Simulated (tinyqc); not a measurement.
# Nanowire ballistic transistor, top-of-the-barrier model: what changes with what

At the top of the source barrier, states moving towards the drain are filled by the source (Fermi level 0) and states moving back by the drain (Fermi level -q Vd); nothing scatters. U is the shift of the band edge there, set by the capacitances CG, CD and CS (the total) and by the charge. Parabolic one-dimensional subband; the source is grounded.

Values chosen for this exercise; mass and valleys close to those of germanium: temperature T = 400 K; effective mass m = 0.121 m0; valley degeneracy gv = 4; relative permittivity of the gate insulator eox = 9; insulator thickness tox = 3.2 nm; wire diameter d = 3 nm; gate control CG/CS aG = 0.83; drain control CD/CS aD = 0.097; band edge at the barrier top above the source Fermi level at zero bias E0 = 0.24 eV.

Constants: q = 1.602176634e-19 C, kB = 1.380649e-23 J/K, hbar = 1.054571817e-34 J s, h = 6.62607015e-34 J s, m0 = 9.1093837015e-31 kg, Vt = kB T/q, eps0 = 8.8541878128e-14 F/cm where lengths are in cm. Results are converted to the units shown.

Each table varies one quantity; the others keep the values above.

## Effect of the effective mass

N0 = gv sqrt(2 m kB T/pi)/hbar, CG = 2 pi eps0 eox/ln(1 + 2 tox/d), CS = CG/aG, n0 = n at U = 0 and Vd = 0. eta1 = -(E0 + U)/Vt, eta2 = eta1 - Vd/Vt, n = (N0/2)[F_(-1/2)(eta1) + F_(-1/2)(eta2)], F_(-1/2)(x) = (1/sqrt(pi)) int_0^infinity u^(-1/2)/(1 + exp(u - x)) du. U = UL + q (n - n0)/CS with UL = -(aG Vg + aD Vd), energies in eV. I = gv (2 q^2/h) Vt [ln(1 + exp eta1) - ln(1 + exp eta2)]. CQ = (q/Vt) dn/d(eta1). E0 is held fixed.

In this table Vg = 0.7 V, Vd = 0.7 V.

Result of one run:
```
m (m0)	eta1	n (cm^-1)	I (uA)	mean velocity I/(q n) (cm/s)	CQ/CS
0.08	5.1527	7.6307e6	55.107	4.5075e7	0.70525
```

What becomes of these results when the effective mass m is changed from 0.08 to 0.13 m0, all else the same?

Result of the changed run:
```
m (m0)	eta1	n (cm^-1)	I (uA)	mean velocity I/(q n) (cm/s)	CQ/CS
0.13	4.2094	8.7042e6	45.126	3.2359e7	1.0159
```

The whole series:
```
m (m0)	eta1	n (cm^-1)	I (uA)	mean velocity I/(q n) (cm/s)	CQ/CS
0.02	7.7117	4.7199e6	82.387	1.0895e8	0.27843
0.032	6.9050	5.6373e6	73.776	8.1682e7	0.37498
0.05	6.0711	6.5859e6	64.881	6.1489e7	0.50529
0.08	5.1527	7.6307e6	55.107	4.5075e7	0.70525
0.13	4.2094	8.7042e6	45.126	3.2359e7	1.0159
0.2	3.4221	9.6006e6	36.901	2.3990e7	1.4189
0.32	2.6538	1.0476e7	29.077	1.7324e7	2.0307
0.5	2.0253	1.1193e7	22.960	1.2803e7	2.7836
0.8	1.4629	1.1836e7	17.853	9.4143e6	3.7253
```

As m goes from 0.02 to 0.8 m0, n rises from 4.72e6 to 1.18e7 cm^-1, the mean velocity falls from 1.09e8 to 9.41e6 cm/s and the current falls from 82.4 to 17.9 uA. CQ/CS goes from 0.28 to 3.7. The loss of velocity outweighs the gain of charge over the whole range.

## Effect of the valley degeneracy

Same model as above.

CQ = (q/Vt) dn/d(eta1). E0 is held fixed.

In this table Vg = 0.7 V, Vd = 0.7 V.

Effect of the valley degeneracy:
```
gv	eta1	n (cm^-1)	I (uA)	mean velocity I/(q n) (cm/s)	CQ/CS
1	9.086	3.158e6	24.27	4.796e7	0.1565
2	7.006	5.523e6	37.43	4.230e7	0.3616
3	5.471	7.269e6	43.86	3.766e7	0.6274
4	4.346	8.548e6	46.57	3.400e7	0.9615
6	2.906	1.019e7	47.42	2.905e7	1.799
```

As gv goes from 1 to 6, n rises from 3.16e6 to 1.02e7 cm^-1, the mean velocity falls from 4.80e7 to 2.90e7 cm/s and the current rises from 24.3 to 47.4 uA. CQ/CS goes from 0.16 to 1.8.

Numbers from tinyqc (`OMP_NUM_THREADS=1 python tinyqc.py 2400088 2400089 out.jsonl`; about 0.03 s on one thread of a shared Intel Xeon 2.30GHz).
